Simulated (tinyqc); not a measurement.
Thermal boundary conductance by the acoustic and diffuse mismatch models: one step, computed by the program tinyqc.

Each side has one longitudinal and two transverse Debye branches, omega = v q up to q_D = (6 pi^2 n)^(1/3), with n counting all atoms. Scattering at the interface is elastic. Electrons are left out of G, also for metals. Melting is ignored. G refers to the temperatures of the phonons sent towards the interface. Linear branches over all atoms overstate G at high T, most for crystals with several atoms a cell.

Question. Cross-plane conductivity of the superlattice. kappa_eff = (d_1 + d_2)/(d_1/kappa_1 + d_2/kappa_2 + 2 R), two interfaces a period, with bulk conductivities in the layers; the gradient is J/kappa_eff.

Inputs (values chosen for the exercise, modelled on copper (side 1) and magnesium oxide (side 2)):

| quantity | value | unit |
|---|---|---|
| conductivity kappa_1 | 390 | W/(m K) |
| conductivity kappa_2 | 56.3 | W/(m K) |
| temperature T | 500 | K |
| thickness d_1 | 11 | nm |
| thickness d_2 | 140 | nm |
| heat flux J | 0.39 | kW/cm^2 |

Structure: superlattice.

boundary resistance R = 1.050394 m^2 K/GW

Give: kappa_eff; kappa_eff without interfaces; interface share of the resistance; temperature gradient.

Answer.

kappa_eff = 32.71 W/(m K)

kappa_eff without interfaces = 60.04 W/(m K)

interface share of the resistance = 0.4551

temperature gradient = 0.1192 K/micrometre

Layers and interfaces share the resistance. Caution: at this temperature short waves carry the heat; linear branches up to q_D overstate their velocity, and inelastic processes, left out here, grow with T. Caution: R from emitted-phonon temperatures is too large for use in series with Fourier layers, by up to a factor of about 2. Caution: layers this thin are often below the phonon free path, where bulk conductivities and independent interfaces no longer hold.
